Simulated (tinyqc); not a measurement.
Screening of the starting offset: band offset of a heterojunction with an interface dipole (two-band chains, self-consistent charge).

Sites alternate A, C. Left: A at -G1/2, C at +G1/2, hopping -t1; right: A at D - G2/2, C at D + G2/2, hopping -t2; the bonds across the two interfaces of a ring (C left to A right, C right to A left) have -sqrt(t1 t2). D is the offset of the mid-gaps, so Ev(right) - Ev(left) = D - (G2 - G1)/2 and Ec(right) - Ec(left) = D + (G2 - G1)/2. The closing bond has its sign reversed (antiperiodic ring). Half the levels are filled with two electrons each. The charge moved is q = (electrons on the left) less one a site; the mean over the two interfaces, q/2, is taken as the charge that crosses each, and its dipole opposes the offset: D = D0 - u q/2.

From here on the ring has 24 cells a side.

Parameters, chosen for this exercise (gaps near those of SiC and SiO2; the chains and D0 are free models, so the offsets are not those of the real pair; the results hold for these values, not for the real material): G1 = 3.12 eV (gap on the left); G2 = 9.02 eV (gap on the right); t1 = 1.76 eV (hopping on the left); t2 = 1.98 eV (hopping on the right); u = 7.7 eV (potential step per electron moved across).

chi = 0.051717 1/eV

D0 is varied; the self-consistent D is found by bisection. chi = dq/dD at D = 0; the linear rule is D = S D0 with S = 1/(1 + u chi/2). The gap of the junction closes (type III) at |D| = (G1 + G2)/2.

Against D0:

| 2 D0/(G1 + G2) | D0 (eV) | q at D0 | D (eV) | D/D0 | linear (eV) |
|---|---|---|---|---|---|
| -0.85 | -5.160 | -0.5429 | -3.9558 | 0.7667 | -4.3028 |
| -0.55 | -3.338 | -0.2335 | -2.6880 | 0.8052 | -2.7841 |
| -0.30 | -1.821 | -0.1029 | -1.5031 | 0.8254 | -1.5186 |
| -0.15 | -0.910 | -0.0481 | -0.7574 | 0.8318 | -0.7593 |
| 0.10 | 0.607 | 0.0317 | 0.5056 | 0.8330 | 0.5062 |
| 0.25 | 1.518 | 0.0835 | 1.2565 | 0.8280 | 1.2655 |
| 0.50 | 3.035 | 0.2014 | 2.4588 | 0.8101 | 2.5310 |
| 0.80 | 4.856 | 0.4732 | 3.7585 | 0.7740 | 4.0497 |
| 0.95 | 5.766 | 0.7124 | 4.3329 | 0.7514 | 4.8090 |

D/D0 lies between 0.751 and 0.833, against S = 0.834 from chi at D = 0; the linear rule misses by at most 476 meV. q is odd in D. Less than half of the starting offset is screened, so the natural line-up still counts most.

tinyqc: `OMP_NUM_THREADS=1 python tinyqc.py 1450034 1450035 out.jsonl`; about 0.4 s, one thread, shared Intel(R) Xeon(R) Processor @ 2.30GHz.
